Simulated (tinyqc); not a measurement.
# Metal gate on a two-layer dielectric stack with fixed charge and a dipole, step by step

tinyqc, about 0.01 s, one thread, Intel Xeon 2.30GHz (shared host): `OMP_NUM_THREADS=1 python tinyqc.py 2010089 2010090 out.jsonl` Printed values are rounded.

Gate, layer 2, layer 1, p-type semiconductor; x runs from the gate inwards. Charges are counted in units of +q. psi is the band bending at the surface, positive towards inversion. Classical charge, Boltzmann statistics, no interface traps.

Inputs (values chosen for the exercise); band and dielectric values close to those of germanium, layer 1 close to aluminium oxide, layer 2 close to hafnium oxide: temperature T = 250 K; band gap Eg = 0.666 eV; relative permittivity eps_r = 15.9; conduction-band density of states at T Nc = 7.84e18 cm^-3; valence-band density of states at T Nv = 4.58e18 cm^-3; electron affinity chi = 4.03 eV; acceptor density Na = 8.3e16 cm^-3; work function of the gate metal pM = 4.53 eV; thickness of layer 1, next to the semiconductor t1 = 1.7 nm; relative permittivity of layer 1 e1 = 8.7; thickness of layer 2, next to the gate t2 = 3.5 nm; relative permittivity of layer 2 e2 = 21.2; fixed charge at the semiconductor interface Q1 = 3.3e11 cm^-2; fixed charge between the layers Q2 = -1.8e11 cm^-2; uniform charge density in layer 1 r1 = 0 cm^-3; uniform charge density in layer 2 r2 = -2.3e18 cm^-3; flat-band shift by a dipole layer between the layers Vd = 0 V; band bending psi of the working point ps = 0.159 V.

Constants: q = 1.602176634e-19 C, kB = 1.380649e-23 J/K, Vt = kB T/q, eps0 = 8.8541878128e-14 F/cm where lengths are in cm. Results are converted to the units shown.

## Equivalent thickness and work-function difference

EOT = 3.9 (t1/e1 + t2/e2), Cox = eps0/(t1/e1 + t2/e2); phi_ms = pM - (chi + Eg - Vt ln(Nv/Na)).

EOT = 1.40594 nm
Cox = 2.45611 uF/cm^2
share of layer 1 in the EOT = 54.2036 %
phi_ms = -0.0795980 V

## Flat-band voltage, term by term

EOT = 3.9 (t1/e1 + t2/e2), Cox = eps0/(t1/e1 + t2/e2); phi_ms = pM - (chi + Eg - Vt ln(Nv/Na)). Vfb = phi_ms + Vd - (q/eps0) [Q1 (t1/e1 + t2/e2) + Q2 t2/e2 + r1 (t1^2/(2 e1) + t1 t2/e2) + r2 t2^2/(2 e2)]: each charge counts with its electrical distance from the gate.

terms (V): phi_ms -0.0795980, dipole 0.0000000, Q1 -0.0215267, Q2 0.0053773, r1 0.0000000, r2 0.0120243
Vfb = -0.0837231 V

Apart from phi_ms the largest term is that of Q1, -21.5 mV; all charges and the dipole together move Vfb by -4.13 mV.

## Threshold voltage

ni = sqrt(Nc Nv) exp(-Eg/(2 Vt)), Eg in volts, pB = Vt ln(Na/ni), Vth = Vfb + 2 pB + sqrt(4 q eps0 eps_r Na pB)/Cox.

ni = 1.16040e12 cm^-3
pB = 0.240808 V
depletion charge = 0.134287 uC/cm^2
Vth = 0.452567 V

## Charge in the semiconductor

ni = sqrt(Nc Nv) exp(-Eg/(2 Vt)), Eg in volts. Qs = -sign(psi) sqrt(2 q eps0 eps_r Na Vt [exp(-u) + u - 1 + (ni/Na)^2 (exp(u) - u - 1)]), u = psi/Vt.

Qs = -0.0717441 uC/cm^2

The surface is depleted or weakly inverted.

## Fields and voltage drops

Gauss: D = -Qs just inside the semiconductor; going towards the gate subtract q Q1, then q r1 t1, q Q2 and q r2 t2. Field = D/(eps0 e); the drop over a layer is its mean field times its thickness; Vg = phi_ms + Vd + psi + both drops.

```
place                        D (uC/cm^2)  field (MV/cm)
layer 2, gate side              0.176687      0.0941281
layer 2, inner side             0.047711      0.0254178
layer 1, outer side             0.018872      0.0244995
layer 1, semiconductor side     0.018872      0.0244995
semiconductor surface           0.071744      0.0509613
```

drop over layer 2 = 0.0209205 V
drop over layer 1 = 0.00416491 V
Vg = 0.104487 V

The same Vg follows from Vfb + psi - Qs/Cox. The largest field, 0.0941 MV/cm in size, is at: layer 2, gate side.
